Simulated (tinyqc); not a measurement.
Worked calculation: Hueckel theory of the pi electrons, for the molecule [CH2]c1ccccc1 (SMILES; centres numbered as the heavy atoms are written). Computed by tinyqc, a small Python program that keeps every step. Settings: charge = 0. Command: `OMP_NUM_THREADS=1 python tinyqc.py 30827 30828 out.jsonl` (the two numbers bound the seeds that draw the settings). One thread of a shared host (Intel(R) Xeon(R) Processor @ 2.60GHz), about 0.01 s of CPU time with the checks.

## The Hueckel matrix

Centres:
```
centre  z_r, pi electrons of the neutral centre        h
1C                                            1  0.00000
2C                                            1  0.00000
3C                                            1  0.00000
4C                                            1  0.00000
5C                                            1  0.00000
6C                                            1  0.00000
7C                                            1  0.00000
```

Bonds:
```
i  j  k
1  2  1
2  3  1
3  4  1
4  5  1
5  6  1
6  7  1
7  2  1
```

H_rr = alpha + h_r beta, H_rs = k_rs beta for bonded centres.

Hueckel matrix in units of beta (H = alpha + beta A), order 1C, 2C, 3C, 4C, 5C, 6C, 7C:
$$\begin{pmatrix}
0.00000 & 1.00000 & 0.00000 & 0.00000 & 0.00000 & 0.00000 & 0.00000 \\
1.00000 & 0.00000 & 1.00000 & 0.00000 & 0.00000 & 0.00000 & 1.00000 \\
0.00000 & 1.00000 & 0.00000 & 1.00000 & 0.00000 & 0.00000 & 0.00000 \\
0.00000 & 0.00000 & 1.00000 & 0.00000 & 1.00000 & 0.00000 & 0.00000 \\
0.00000 & 0.00000 & 0.00000 & 1.00000 & 0.00000 & 1.00000 & 0.00000 \\
0.00000 & 0.00000 & 0.00000 & 0.00000 & 1.00000 & 0.00000 & 1.00000 \\
0.00000 & 1.00000 & 0.00000 & 0.00000 & 0.00000 & 1.00000 & 0.00000
\end{pmatrix}$$

## Orbitals

pi electrons, sum of z_r less the charge = 7

Diagonalise; E = alpha + x beta with beta < 0, so the largest x are filled first; degenerate levels share their electrons. P = sum n_i c_ri c_si; each orbital has its largest coefficient positive (the first on a tie).

x values: [2.10100, 1.25928, 1.00000, 0.00000, -1.00000, -1.25928, -2.10100]

occupations: [2.00000, 2.00000, 2.00000, 1.00000, 0.00000, 0.00000, 0.00000]

coefficients, order 1C, 2C, 3C, 4C, 5C, 6C, 7C:
$$\begin{pmatrix}
0.23798 & -0.39705 & 0.00000 & 0.75593 & 0.00000 & -0.39705 & -0.23798 \\
0.50000 & -0.50000 & 0.00000 & 0.00000 & 0.00000 & 0.50000 & 0.50000 \\
0.40626 & -0.11629 & 0.50000 & -0.37796 & 0.50000 & -0.11629 & -0.40626 \\
0.35355 & 0.35355 & 0.50000 & 0.00000 & -0.50000 & -0.35355 & 0.35355 \\
0.33656 & 0.56152 & 0.00000 & 0.37796 & 0.00000 & 0.56152 & -0.33656 \\
0.35355 & 0.35355 & -0.50000 & 0.00000 & 0.50000 & -0.35355 & 0.35355 \\
0.40626 & -0.11629 & -0.50000 & -0.37796 & -0.50000 & -0.11629 & -0.40626
\end{pmatrix}$$

charge and bond-order matrix P, order 1C, 2C, 3C, 4C, 5C, 6C, 7C:
$$\begin{pmatrix}
1.00000 & 0.63503 & 0.00000 & -0.11248 & 0.00000 & -0.11248 & 0.00000 \\
0.63503 & 1.00000 & 0.52255 & 0.00000 & -0.22496 & 0.00000 & 0.52255 \\
0.00000 & 0.52255 & 1.00000 & 0.70504 & 0.00000 & -0.29496 & 0.00000 \\
-0.11248 & 0.00000 & 0.70504 & 1.00000 & 0.63503 & 0.00000 & -0.29496 \\
0.00000 & -0.22496 & 0.00000 & 0.63503 & 1.00000 & 0.63503 & 0.00000 \\
-0.11248 & 0.00000 & -0.29496 & 0.00000 & 0.63503 & 1.00000 & 0.70504 \\
0.00000 & 0.52255 & 0.00000 & -0.29496 & 0.00000 & 0.70504 & 1.00000
\end{pmatrix}$$

## Energy, charges, bond orders

E = sum n x; q_r = z_r - P_rr; bond order p = P_rs; free valence = sqrt(3) - sum of p over the bonds of the atom.

pi energy = 7 alpha + this times beta = 8.72057

pi charges: 1C 0.00000, 2C 0.00000, 3C 0.00000, 4C 0.00000, 5C 0.00000, 6C 0.00000, 7C 0.00000

Bond orders and lengths from R = 1.517 - 0.180 p (angstrom, C-C alone):
```
bond        p        R
1-2   0.63503  1.40269
2-3   0.52255  1.42294
3-4   0.70504  1.39009
4-5   0.63503  1.40269
5-6   0.63503  1.40269
6-7   0.70504  1.39009
7-2   0.52255  1.42294
```

free valence of the carbons: 1C 1.09702, 2C 0.05191, 3C 0.50446, 4C 0.39198, 5C 0.46198, 6C 0.39198, 7C 0.50446

gap between the highest filled and the next level = 1.00000 |beta|
